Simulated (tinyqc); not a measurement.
Worked calculation: deformation potentials from a strained empirical pseudopotential. Values are carried at full precision from step to step, so a last printed digit may differ when a step is redone from the rounded ones.

Diamond lattice, no spin-orbit coupling. Atomic form factor V(q) = a1 (q^2 - a2)/(a3 exp(a4 q^2) - 1) in rydberg with q in 1/bohr, for the unstrained cell. Under a strain e the reciprocal vectors and k go over into (1 + e)^(-1) G, the atoms sit at +/- tau with tau = (1 + e) a (1,1,1)/8 - zeta a (eyz, ezx, exy)/4, and H(G,G') = c |k + G|^2 delta + (V(q)/det(1 + e)) cos(q.tau), q = G - G', with the term q = 0 left out; c = hbar^2/2m0. The basis is fixed before straining: all G with |k + G|^2 up to 16 (2 pi/a)^2. k is given in units of 2 pi/a of the unstrained cell.

Constants: a0 (Bohr radius) = 0.5291772105 angstrom; hbar^2/2m0 = 3.80998211 eV angstrom^2; Ry = 13.60569312 eV.

Values chosen for the exercise (a germanium-sized cell with gaps well above those of Ge; not measured data):
```
symbol  value                         unit      meaning
a       5.665                         angstrom  lattice constant
A       (0.398, 2.445, 2.042, 0.455)            a1 (Ry bohr^2), a2 (1/bohr^2), a3, a4 (bohr^2)
h       0.004                                   size of the test strain
kD      0.81                          2 pi/a    position of the Delta minimum
zeta    0.57                                    internal-strain parameter
```

## Form factors, unstrained and under a volume change

q^2 = n (2 pi/a)^2 a0^2 for the shells n = 3, 8, 11; for e = h 1, q^2 is divided by (1 + h)^2 and V by (1 + h)^3. Last column: the change divided by the relative change of volume, (1 + h)^3 - 1.

Form factors:
```
n   q^2 (1/bohr^2)    V (Ry)  V expanded (Ry)  dV/(dVol/Vol) (Ry)
3          1.03344  -0.24772         -0.24753              0.0160
8          2.75583   0.02010          0.01867             -0.1182
11         3.78926   0.05119          0.05020             -0.0825
```

## Gaps under a volume change

e = -h 1, 0, +h 1; gaps from the valence top to the s-like level at Gamma (level 5), and to level 5 at (kD,0,0) and (1/2,1/2,1/2).

Gaps (eV):
```
gap             e = -h    e = 0   e = +h
Gamma, s-like  1.58885  1.47931  1.37053
Delta          1.43827  1.44725  1.45517
L              1.23437  1.19822  1.16182
```

## Hydrostatic deformation potentials

a = [E(+h) - E(-h)]/(3 ln((1 + h)/(1 - h))).

a of the gaps to Gamma, Delta, L (eV): [-9.10, 0.70, -3.02]

Compression opens the Gamma gap, opens the L gap and closes the Delta gap. Only differences are defined here: the absolute shifts depend on the mean potential, which this model leaves out.

## Tetragonal strain

e = diag(-h/2, -h/2, h). Level 5 at (kD,0,0) and (0,0,kD), and levels 2 to 4 at Gamma, all from the mean of the three valence levels.

Delta x, Delta z (eV): [1.43178, 1.47814]

valence levels (eV): [-0.03623, 0.01811, 0.01811]

## Xu of the Delta valleys and b

For e = diag(-h/2, -h/2, h): E(Delta z) - E(Delta x) = Xu (ezz - exx), and without spin-orbit coupling E(Z) - E(X, Y) = 3 b (ezz - exx); Z is the single level, X and Y the pair.

Xu = 7.73 eV
b = -3.02 eV

Stretching along z raises the valleys on the z axis and lowers the Z valence state. One-sided differences carry an error of order h. A local potential fitted to band energies alone fixes these slopes only roughly; b tends to come out too large and Xu of L too small.

## Trigonal strain

exy = eyz = ezx = h, with the internal displacement. Level 5 at (1/2,1/2,1/2) and (1/2,-1/2,-1/2), and levels 2 to 4 at Gamma, from the mean of the three valence levels.

L [111], L [1-1-1] (eV): [1.28879, 1.16737]

valence levels (eV): [-0.04739, 0.02369, 0.02369]

## Xu of the L valleys and d

For the tensor strain exy = eyz = ezx = h: E(L [111]) - E(L [1-1-1]) = (8/3) Xu h, and E(single valence level) - E(pair) = 3 sqrt(3) d h. Find Xu and d.

Xu (L) = 11.38 eV
d = -3.42 eV

## Checks

- Level 5 at (kD,0,0) and (0,kD,0) under the tetragonal strain (eV): both 10.3888.

Run: tinyqc, `OMP_NUM_THREADS=1 python tinyqc.py 1880855 1880856 out.jsonl`; Intel(R) Xeon(R) Processor @ 2.30GHz, one thread, shared host; about 0.2 s of CPU time with all checks.
